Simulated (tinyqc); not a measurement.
Worked calculation: Hubbard ring of 4 sites. Computed by tinyqc, a small Python program that keeps every step. Settings: hopping = 1.69, U = 0.9, mixing = 0.5, iteration cap = 69. Command: `OMP_NUM_THREADS=1 python tinyqc.py 26130 26131 out.jsonl` (the two numbers bound the seeds that draw the settings). One thread of a shared host (Intel(R) Xeon(R) Processor @ 2.60GHz), about 0.2 s of CPU time with the checks. Later iterations appear only in the table of the cycle.

## Mean-field iteration 1

one-body matrix (hopping and site energies) (eV), lower triangle:
```
,1,2,3,4
1,0.000000
2,-1.690000,0.000000
3,0.000000,-1.690000,0.000000
4,-1.690000,0.000000,-1.690000,0.000000
```

U = 0.900000 eV

electrons, up and down: 2  1

mixing = 0.500000

n(up) at the start (a guess, not normalised): 1 0.550000, 2 0.450000, 3 0.550000, 4 0.450000

n(down) at the start (a guess): 1 0.200000, 2 0.300000, 3 0.200000, 4 0.300000

H(up) = T + U n(down), H(down) = T + U n(up); fill the lowest levels; n(new) = n + mixing (n(out) - n); E = tr T (rho up + rho down) + U sum n_up n_down of the output.

levels, up (eV): -3.155300  0.180000  0.270000  3.605300

levels, down (eV): -2.930300  0.405000  0.495000  3.830300

energy = -6.312436 eV

n(up) after iteration 1: 1 0.651664, 2 0.348336, 3 0.651664, 4 0.348336

n(down) after iteration 1: 1 0.223336, 2 0.276664, 3 0.223336, 4 0.276664

## Mean-field iteration 2

As before.

levels, up (eV): -3.155085  0.201002  0.248998  3.605085

levels, down (eV): -2.932755  0.313502  0.586498  3.832755

energy = -6.316305 eV

n(up) after iteration 2: 1 0.701719, 2 0.298281, 3 0.701719, 4 0.298281

n(down) after iteration 2: 1 0.231624, 2 0.268376, 3 0.231624, 4 0.268376

## Convergence

Each step fills the lowest levels of T + U n(other spin) and sets n(new) = n + mixing (n(out) - n); stop when output and input agree to 1e-8.

Course of the cycle:
```
iteration,E (eV),largest |n(out) - n(in)|,mean |n_up - n_down|
1,-6.31243614,2.03e-01,0.256656
2,-6.31630546,1.00e-01,0.261863
3,-6.31722131,4.95e-02,0.264632
4,-6.31744173,2.46e-02,0.266106
5,-6.31749573,1.23e-02,0.266892
6,-6.31750919,6.15e-03,0.267311
7,-6.31751261,3.09e-03,0.267534
8,-6.31751350,1.56e-03,0.267653
9,-6.31751373,7.93e-04,0.267716
10,-6.31751379,4.04e-04,0.267750
11,-6.31751381,2.07e-04,0.267768
...,...,...,...
17,-6.31751381,3.98e-06,0.267788
18,-6.31751381,2.08e-06,0.267789
19,-6.31751381,1.09e-06,0.267789
20,-6.31751381,5.71e-07,0.267789
21,-6.31751381,3.00e-07,0.267789
22,-6.31751381,1.58e-07,0.267789
23,-6.31751381,8.33e-08,0.267789
24,-6.31751381,4.40e-08,0.267789
25,-6.31751381,2.32e-08,0.267789
26,-6.31751381,1.23e-08,0.267789
27,-6.31751381,6.51e-09,0.267789
```

local moments n_up - n_down: 1 0.517789, 2 -0.017789, 3 0.517789, 4 -0.017789

Converged in 27 iterations. Before convergence this energy mixes input and output and is not variational, so it may rise towards its limit.

## Exact diagonalisation (24 states)

Lowest levels of the sector, and the double occupancy of the lowest state.

lowest levels (eV): -6.336124  -6.336124  -3.380000  -3.176003  -3.176003  -2.728978

double occupancy per site = 0.110535

The mean-field solution above lies 0.0186 eV above the exact energy.

## The lowest level by Lanczos steps

From a random start vector (not printed): a_j = <q_j|H|q_j>, b_j = norm of the remainder after orthogonalising; the Ritz value is the lowest eigenvalue of the tridiagonal matrix of a and b so far.

Lanczos:
```
j,a_j (eV),b_j (eV),lowest Ritz value (eV)
1,0.050630,3.191006,0.05063045
2,0.989966,4.049745,-2.70508622
3,0.350700,4.312051,-4.55919213
4,0.178327,3.336507,-5.88917618
5,0.614284,1.054128,-6.32032951
6,-0.164018,2.729057,-6.33319662
7,0.950740,2.060217,-6.33582743
8,0.713409,0.714833,-6.33611787
9,-1.353012,2.561447,-6.33612264
10,1.960524,1.510059,-6.33612355
```
